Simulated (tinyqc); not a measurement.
Inside a calculation. Method: Hueckel theory of the pi electrons, for the molecule NC(=O)C(=O)C=O (SMILES; centres numbered as the heavy atoms are written). One step of it, computed by the program tinyqc.

Task: Energy, charges, bond orders. E = sum n x; q_r = z_r - P_rr; bond order p = P_rs; free valence = sqrt(3) - sum of p over the bonds of the atom.

x values: [2.466283, 1.881630, 1.360861, 1.184718, 0.074564, -0.765196, -1.842860]

occupations: [2.000000, 2.000000, 2.000000, 2.000000, 0.000000, 0.000000, 0.000000]

charge and bond-order matrix P, order 1N, 2C, 3O, 4C, 5O, 6C, 7O:
$$\begin{pmatrix}
1.843811 & 0.440946 & -0.279806 & -0.002789 & -0.116021 & -0.041713 & -0.007083 \\
0.440946 & 0.674123 & 0.759532 & 0.323606 & 0.106369 & 0.069520 & -0.040183 \\
-0.279806 & 0.759532 & 1.485170 & 0.106369 & -0.302138 & -0.040183 & -0.072209 \\
-0.002789 & 0.323606 & 0.106369 & 0.746126 & 0.822607 & 0.360730 & 0.112673 \\
-0.116021 & 0.106369 & -0.302138 & 0.822607 & 1.250978 & 0.112673 & -0.362725 \\
-0.041713 & 0.069520 & -0.040183 & 0.360730 & 0.112673 & 0.676605 & 0.862790 \\
-0.007083 & -0.040183 & -0.072209 & 0.112673 & -0.362725 & 0.862790 & 1.323187
\end{pmatrix}$$

Centres:
```
centre  z_r, pi electrons of the neutral centre         h
1N                                            2  1.720000
2C                                            1  0.000000
3O                                            1  0.880000
4C                                            1  0.000000
5O                                            1  0.880000
6C                                            1  0.000000
7O                                            1  0.880000
```

Bonds:
```
i  j         k
1  2  0.890000
2  3         1
2  4         1
4  5         1
4  6         1
6  7         1
```

Give: pi energy = 8 alpha + this times beta; pi charges; Bond orders and lengths from R = 1.517 - 0.180 p; free valence of the carbons; gap between the highest filled and the next level.

Result:

pi energy = 8 alpha + this times beta = 13.7870

pi charges: 1N 0.1562, 2C 0.3259, 3O -0.4852, 4C 0.2539, 5O -0.2510, 6C 0.3234, 7O -0.3232

Bond orders and lengths from R = 1.517 - 0.180 p (angstrom, C-C alone):
```
bond       p       R
1-2   0.4409       -
2-3   0.7595       -
2-4   0.3236  1.4588
4-5   0.8226       -
4-6   0.3607  1.4521
6-7   0.8628       -
```

free valence of the carbons: 2C 0.2080, 4C 0.2251, 6C 0.5085

gap between the highest filled and the next level = 1.1102 |beta|
